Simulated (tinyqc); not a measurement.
Raising U: Hubbard chain of 4 sites, mean field against exact. Computed by the program tinyqc. Collinear unrestricted mean field (the lowest of 40 random starts) against exact diagonalisation.

one-body matrix (hopping and site energies) (eV):
```
         1        2        3        4
1   0.3400  -1.5700   0.0000   0.0000
2  -1.5700   0.3200  -1.5700   0.0000
3   0.0000  -1.5700   0.0100  -1.5700
4   0.0000   0.0000  -1.5700  -0.4600
```

electrons, up and down: 2  1

Exact and mean-field results (eV):
```
U            U/t    E exact  E mean field  mean |n_up - n_down|  double occupancy, exact  first gap in the sector
0.7900    0.5032  -5.553798     -5.534362                0.2500                   0.1107                   1.5114
1.5700    1.0000  -5.230417     -5.155977                0.2609                   0.0968                   1.4543
3.1400    2.0000  -4.701573     -4.437344                0.3225                   0.0725                   1.2855
4.7100    3.0000  -4.307384     -3.832551                0.4254                   0.0539                   1.1115
6.2800    4.0000  -4.013284     -3.392999                0.5221                   0.0405                   0.9608
12.5600   8.0000  -3.376528     -2.663710                0.7306                   0.0155                   0.5892
18.8400  12.0000  -3.101031     -2.530456                0.7417                   0.0077                   0.4150
31.4000  20.0000  -2.859145     -2.424548                0.7470                   0.0030                   0.2578
```

Estimate the missing row, U = 9.42.

Computed row:
```
U          U/t    E exact  E mean field  mean |n_up - n_down|  double occupancy, exact  first gap in the sector
9.4200  6.0000  -3.619477     -2.868213                0.6317                   0.0241                   0.7370
```

In absolute terms mean field is worst at U/t = 6.0, 0.751 eV too high: at small U it is nearly exact, and at large U it still misses the motion of the hole through a fluctuating spin background. Relative to the exact energy its error is 0.3 % at the smallest U, 21 % at most and 15 % at the largest. The double occupancy falls from 0.111 to 0.003.
